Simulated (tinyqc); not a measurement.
# On-chip interconnect, size-dependent resistivity and RC delay: two studies

A rectangular line between two neighbours and two ground planes. Surface and grain-boundary scattering are added to the bulk resistivity as corrections; capacitances are parallel-plate values without fringing; inductance is ignored.

Parameters, values chosen for the exercise; metal values close to those of copper: bulk resistivity rho0 = 1.64 uohm cm; bulk mean free path lam = 39.4 nm; specular share of surface scattering ps = 0; reflection coefficient of grain boundaries Rg = 0.44; grain size over the metal width gr = 1.5; drawn line width wd = 8.9 nm; aspect ratio, height over width AR = 1.8; liner on both walls and the bottom, not conducting tl = 1.5 nm; space to the neighbouring lines sp = 11 nm; dielectric height to the planes above and below hd = 15 nm; relative permittivity of the dielectric ek = 3.9; Miller factor of the neighbours Mf = 1; line length Lw = 24 um; driver resistance Rd = 500 ohm; load capacitance Cl = 1.7 fF; bulk resistivity of the second metal (close to molybdenum) rho2 = 5.16 uohm cm; mean free path of the second metal lam2 = 11 nm; liner of the second metal tl2 = 0.3 nm.

Constants: eps0 = 8.8541878128e-12 F/m. Results are converted to the units shown.

Each table varies one quantity; the others keep the values above.

## Delay against the aspect ratio

Metal width x = wd - 2 tl, height y = AR wd - tl; grain boundaries (Mayadas-Shatzkes): al = (lam/(gr x)) Rg/(1 - Rg), g = 1/[1 - 3 al/2 + 3 al^2 - 3 al^3 ln(1 + 1/al)] - 1; surfaces (Fuchs-Sondheimer, thick limit): s = (3/8) lam (1 - ps)(1/x + 1/y); rho = rho0 (1 + g + s); r = rho/(x y); c = eps0 ek (2 wd/hd + 2 Mf AR wd/sp). Elmore delay tE = Rd (c Lw + Cl) + r Lw (c Lw/2 + Cl); t50 is the time at which the far end of a ladder of 30 pi sections (half capacitances at both ends, Cl at the far end, a step applied through Rd) reaches half the step; line share r Lw/(Rd + r Lw); estimate 0.69 Rd (c Lw + Cl) + 0.38 r c Lw^2 + 0.69 r Lw Cl.

Delay against the aspect ratio:
```
AR,rho (uohm cm),r (ohm/um),c (fF/um),tE (ps),t50 (ps),estimate (ps),line share of the resistance (%)
0.8,17.80,5369,0.08568,353.4,257.8,253.1,99.61
1.2,16.13,2978,0.1080,216.3,158.8,155.7,99.31
1.6,15.39,2048,0.1304,162.9,120.2,117.8,98.99
2,14.98,1557,0.1527,134.7,99.81,97.76,98.68
2.4,14.71,1255,0.1751,117.5,87.31,85.49,98.37
2.8,14.53,1051,0.1974,105.9,78.89,77.24,98.06
3.2,14.39,903.9,0.2198,97.59,72.86,71.34,97.75
3.6,14.28,792.8,0.2421,91.38,68.34,66.92,97.44
4,14.20,705.9,0.2645,86.59,64.85,63.51,97.13
```

Read the table: what changes, and by how much?

As AR goes from 0.8 to 4, r falls from 5370 to 706 ohm/um, c rises from 0.0857 to 0.264 fF/um and t50 falls from 258 to 64.9 ps. t50/tE lies between 0.730 and 0.749, and the estimate is within 2.1 % of t50.

## Two metals against line width

Metal width x = wd - 2 tl, height y = AR wd - tl; grain boundaries (Mayadas-Shatzkes): al = (lam/(gr x)) Rg/(1 - Rg), g = 1/[1 - 3 al/2 + 3 al^2 - 3 al^3 ln(1 + 1/al)] - 1; surfaces (Fuchs-Sondheimer, thick limit): s = (3/8) lam (1 - ps)(1/x + 1/y); rho = rho0 (1 + g + s); r = rho/(x y). The second metal has rho2, lam2 and tl2 in place of rho0, lam and tl; ps, Rg, gr and AR are shared.

Two metals against line width:
```
wd (nm),"rho, first (uohm cm)","rho, second (uohm cm)","r, first (ohm/um)","r, second (ohm/um)",ratio second/first
5,39.655,21.702,26436,5669.2,0.21445
6.5,23.933,17.581,6703.9,2613.9,0.38991
8,17.487,15.113,2711.2,1448.5,0.53426
10,13.110,13.036,1135.1,783.49,0.69026
13,9.7699,11.164,446.12,389.76,0.87366
17,7.5083,9.7244,184.30,195.69,1.0618
22,6.0013,8.6750,82.902,103.15,1.2442
30,4.7369,7.7323,33.417,48.976,1.4656
45,3.6515,6.8738,10.936,19.184,1.7542
70,2.9133,6.2625,3.4925,7.1788,2.0555
120,2.3765,5.8042,0.94693,2.2536,2.3799
```

Read the table: what changes, and by how much?

The resistivity of the first metal falls from 39.7 to 2.38 uohm cm and that of the second goes from 21.7 to 5.80 uohm cm as the line widens. The products rho0 lam, which set the size effect, are 64.6 and 56.8 uohm cm nm. The two resistances cross at wd = 15.6 nm: below it the second metal gives the lower line resistance. For widths well under the mean free path the thick-limit surface term is only a guide.

Range of the model: The metal width is under the mean free path, where the thick-limit surface term and the simple sum of corrections lose accuracy.

Numbers from tinyqc (`OMP_NUM_THREADS=1 python tinyqc.py 2100056 2100057 out.jsonl`; about 0.01 s on one thread of a shared Intel Xeon 2.30GHz).
